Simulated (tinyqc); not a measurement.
Inside a calculation: polar nitride quantum well with polarisation fields. Values are carried at full precision from step to step, so a last printed digit may differ when a step is redone from the rounded ones.

Growth along [0001]. e_par = (a_sub - a)/a, Ppz = 2 e_par (e31 - e33 C13/C33), P = Psp + Ppz in each layer; strain relaxation and the strain shift of the gaps are left out, although thick layers with more than about 1 % mismatch would relax.

Constants: hbar^2/2m0 = 3.80998211 eV angstrom^2; hc = 1239.841984 eV nm.

Values chosen for the exercise (near those of an InGaN well in GaN; the results hold for these values, not for the real material):
```
symbol  value    unit      meaning
a_w     3.221    angstrom  lattice constant a, well
a_b     3.189    angstrom  lattice constant a, barrier
a_sub   3.189    angstrom  in-plane lattice constant of the stack
Psp_w   -0.0324  C/m^2     spontaneous polarisation
Psp_b   -0.0327  C/m^2     spontaneous polarisation
e31_w   -0.36    C/m^2
e31_b   -0.332   C/m^2
e33_w   0.654    C/m^2
e33_b   0.643    C/m^2
C_w     0.268              C13/C33
C_b     0.261              C13/C33
Lw      29       angstrom  well width
Lb      80       angstrom  barrier width
eps_w   10.8               dielectric constant
eps_b   10.4               dielectric constant
Eg      3.078    eV        gap of the well
Vc      0.246    eV        conduction offset
Vv      0.116    eV        valence offset
me      0.188    m0        electron, well
meb     0.2      m0        electron, barrier
mh      1.39     m0        hole, everywhere
```

## Strain and polarisation

Give strain and polarisation of well and barrier; the bound sheet charge is |P_w - P_b|/e with e = 1.602176634e-19 C.

Layers:
```
layer       e_par  Ppz (C/m^2)  P (C/m^2)
well     -0.00993      0.01064   -0.02176
barrier   0.00000      0.00000   -0.03270
```

sheet charge = 0.683 x 1e13/cm^2

Of P_w - P_b = +0.0109 C/m^2 the piezoelectric part gives +0.0106 and the spontaneous part +0.0003.

## Built-in fields

In a periodic stack without free charge the potential drop over a period vanishes: F_w = (P_b - P_w) Lb/(eps0 (eps_w Lb + eps_b Lw)), F_b = -F_w Lw/Lb, eps0 = 8.8541878e-12 F/m; 1 MV/cm = 1e8 V/m = 0.01 V/angstrom.

Give both fields and the drop |F_w| Lw across the well.

F_w = -0.848 MV/cm
F_b = 0.307 MV/cm
drop = 0.246 eV

## Levels with and without the field

Envelope functions on cells of 0.25 angstrom over barrier, well, barrier (widths Lb, Lw, Lb), psi = 0 beyond, psi'/m continuous (mean mass between points), c = hbar^2/2m0. With u(z) the integral of e F (F_w in the well, F_b = -F_w Lw/Lb in the barriers, 1 MV/cm = 0.01 V/angstrom), zero at the centre of the well, the electron sees u plus Vc in the barriers and the hole -u plus Vv. The transition is Eg + E_e + E_h; excitons are left out.

Ground states of electron and hole, their centres, the squared overlap, the transition and its wavelength hc/E.

Results:
```
case            E_e (eV)  E_h (eV)  <z>_e  <z>_h  overlap^2  E (eV)     nm
no field          0.0838    0.0178    0.0    0.0      0.947  3.1796  389.9
built-in field    0.0613   -0.0320    6.6  -10.2      0.301  3.1074  399.0
```

The field shifts the line by -72 meV, pulls the carriers 16.8 angstrom apart and, with the rate proportional to overlap^2, lengthens the radiative lifetime by a factor 3.15.

## Estimate from two triangular wells

For a strong field: E = Eg - |e F_w| Lw + a0 (c (e F_w)^2)^(1/3) (me^(-1/3) + mh^(-1/3)), a0 = 2.338107, hard walls, c = hbar^2/2m0, 1 MV/cm = 0.01 V/angstrom.

electron term = 0.2650 eV
hole term = 0.1360 eV
E = 3.2332 eV

The electron term exceeds the drop across the well, so the electron still feels the far wall and the estimate is outside its range. Against the grid result 3.1074 eV the estimate errs by +126 meV: +81 from the electron and +45 from the hole, since hard walls stand in for offsets of 0.246 and 0.116 eV into which the carriers leak.

## Checks

- Electron level without field against the matching condition of the square well, eV: both 0.084.

tinyqc: `OMP_NUM_THREADS=1 python tinyqc.py 1282716 1282717 out.jsonl`; about 0.1 s, one thread, shared Intel(R) Xeon(R) Processor @ 2.30GHz.
